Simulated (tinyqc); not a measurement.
Cap thickness from the capacitance plateau.

Inverse problem. With only the buried channel on, 1/C = 1/Cox + (tc + zc)/(eps0 eps_r), Cox = eps0 eox/tox. Find tc and the oxide-equivalent thickness 3.9 eps0/C.

Parameters, values chosen for the exercise; band and dielectric values close to those of silicon:
```
symbol,value,unit,meaning
eps_r,11.5,,relative permittivity
eox,8.85,,relative permittivity of the gate insulator (close to aluminium oxide)
tox,9.8,nm,insulator thickness
zc,0.8,nm,depth of the hole centroid below the top of the SiGe
```

Constants: eps0 = 8.8541878128e-14 F/cm where lengths are in cm. Results are converted to the units shown.

plateau of C/Cox with only the buried channel on = 0.65189727

Answer. The cap and the centroid act as a second capacitor in series with the insulator.

tc = 6.00 nm
equivalent thickness = 6.62 nm

tinyqc, about 0.02 s, one thread, Intel Xeon 2.30GHz (shared host): `OMP_NUM_THREADS=1 python tinyqc.py 2042072 2042073 out.jsonl`
